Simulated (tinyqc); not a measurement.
Strain-driven crossing of the Gamma and L valleys in a germanium-like crystal alloyed with tin: sweeps and comparisons. A value that a table varies takes the place of the one given here.

Biaxial loads: e0 is the in-plane strain e_par and the normal is free. (001): e_perp = -2 (C12/C11) e_par; exx = eyy = e_par, ezz = e_perp, no shear. (111): e_perp = -(2 C11 + 4 C12 - 4 C44)/(C11 + 2 C12 + 4 C44) e_par; exx = eyy = ezz = (2 e_par + e_perp)/3 and exy = eyz = ezx = (e_perp - e_par)/3. (110): e_perp = -(C11 + 3 C12 - 2 C44)/(C11 + C12 + 2 C44) e_par; exx = eyy = (e_par + e_perp)/2, ezz = e_par, exy = (e_perp - e_par)/2, eyz = ezx = 0. Uniaxial loads: a stress along n, scaled so that n.e.n = e0, with exx = s11 sxx + s12 (syy + szz), exy = s44 sxy/2, s11 = (C11 + C12)/((C11 - C12)(C11 + 2 C12)), s12 = -C12/((C11 - C12)(C11 + 2 C12)), s44 = 1/C44.

Edges from the unstrained valence top: Gamma at Eg + ac tr(e); an L valley with unit axis u at EgL + aL tr(e) + XuL (u.e.u - tr(e)/3), u along [111], [1-1-1], [-11-1], [-1-11]; valence edges are the levels of the 6 x 6 matrix of X, Y, Z times spin with -Dso/3 + l exx + m (eyy + ezz) on the diagonal (cyclic), n exy off it, l = av + 2 b, m = av - b, n = sqrt(3) d. Spin-orbit term (Dso/3) L.sigma on X, Y, Z with (L_k)_ij = -i epsilon_kij: <X+|H|Y+> = -i Dso/3, <X+|H|Z-> = Dso/3, <Y+|H|Z-> = -i Dso/3, <Z+|H|X-> = -Dso/3, <Z+|H|Y-> = i Dso/3, <X-|H|Y-> = i Dso/3, and their conjugates; + and - are the spin along z.

With tin the unstrained gaps become E(y) = (1 - y) E + y EgS - CS y (1 - y); all other values are kept.
Constants: kB = 8.617333262e-05 eV/K.

Values chosen for the exercise (near those of Ge, gaps at low temperature; not measured data): Eg = 0.891 eV (gap at Gamma to the s-like level); EgL = 0.747 eV (gap to L); Dso = 0.288 eV (spin-orbit splitting); ac = -8.27 eV (conduction deformation potential); av = 1.25 eV (valence hydrostatic potential); b = -2.6 eV (tetragonal shear potential); d = -5.29 eV (trigonal shear potential); aL = -1.43 eV (hydrostatic potential of the L edge, Xd + Xu/3); XuL = 16.22 eV (uniaxial potential, L); y = 0.101 (tin fraction); EgS = (-0.353, 0.109) eV (Gamma and L gaps of the tin end); CS = (2.28, 1.02) eV (bowing of the Gamma and L gaps); C11 = 128.4 GPa; C12 = 48 GPa; C44 = 67.6 GPa; load = biaxial (111) (kind of strain); mG = 0.0396 m0 (mass at Gamma); mL = 0.541 m0 (density-of-states mass of the four L valleys together); T = 200 K (temperature); e0 = -0.0093 (size of the strain).

## Sweep of a biaxial (111) strain

The valence splitting is the distance of the top two edges. Share in Gamma = mG^(3/2)/(mG^(3/2) + (mL^(3/2)/4) sum_i exp(-(E_Li - E_Gamma)/kT)).

Results:

| e0 (%) | direct gap (eV) | indirect gap (eV) | Gamma - L (meV) | valence splitting (meV) | share in Gamma (%) |
|---|---|---|---|---|---|
| -0.72 | 0.641 | 0.556 | 84 | 53 | 0.0197 |
| -0.27 | 0.589 | 0.577 | 12 | 22 | 1.29 |
| 0.17 | 0.524 | 0.550 | -26 | 14 | 19.7 |
| 0.62 | 0.432 | 0.442 | -10 | 56 | 12.3 |
| 1.06 | 0.338 | 0.332 | 5 | 99 | 5.45 |
| 1.51 | 0.239 | 0.218 | 21 | 147 | 2.26 |
| 1.95 | 0.140 | 0.104 | 37 | 195 | 0.938 |
| 2.40 | 0.038 | -0.014 | 52 | 245 | 0.379 |

What can be read from the table?

Gamma drops below the lowest L valley between e0 = -0.27 and 0.17 %, then rises above the lowest L valley between e0 = 0.62 and 1.06 %. This load splits the L valleys, and the lowest set changes where e0 changes sign, which bends the column Gamma - L. The direct gap goes from 0.641 to 0.038 eV; of that change -0.116 eV comes from the rise of the valence top through the shear terms and the rest from the volume. The share in Gamma goes from 0.0197 to 0.379 %, with a peak of 19.7 % at e0 = 0.17 % among these rows. Gaps near or below zero lie outside this linear model.

## What each parameter does

Direct gap, Gamma minus the lowest L edge and the valence splitting. Each row changes one parameter from the base and keeps the others.

Results:

| case | direct gap (eV) | Gamma - L (meV) | valence splitting (meV) |
|---|---|---|---|
| base | 0.6648 | 118.3 | 65.8 |
| d = -4.4965 eV | 0.6706 | 118.3 | 57.5 |
| av = 1.4375 eV | 0.6677 | 118.3 | 65.8 |
| b = -2.99 eV | 0.6648 | 118.3 | 65.8 |
| C12 = 55.2 GPa | 0.6594 | 116.9 | 67.7 |
| e0 = -0.01069 | 0.6808 | 140.7 | 73.6 |
| C44 = 77.74 GPa | 0.6769 | 121.4 | 61.7 |
| y = 0.11615 | 0.6190 | 94.2 | 65.8 |

How do the results move?

The largest shifts from the base row, up to three for each result and ties (the steps differ in size, so this ranks the rows, not the parameters). direct gap (eV): y -0.0459, e0 +0.0159, C44 +0.0121; unchanged at the printed digits by b. Gamma - L (meV): y -24.1, e0 +22.4, C44 +3.1; unchanged at the printed digits by d, av and b. valence splitting (meV): d -8.3, e0 +7.8, C44 -4.1; unchanged at the printed digits by av, b and y.

Run: tinyqc, `OMP_NUM_THREADS=1 python tinyqc.py 1051159 1051160 out.jsonl`; Intel(R) Xeon(R) Processor @ 2.30GHz, one thread, shared host; about 0.01 s of CPU time with all checks.
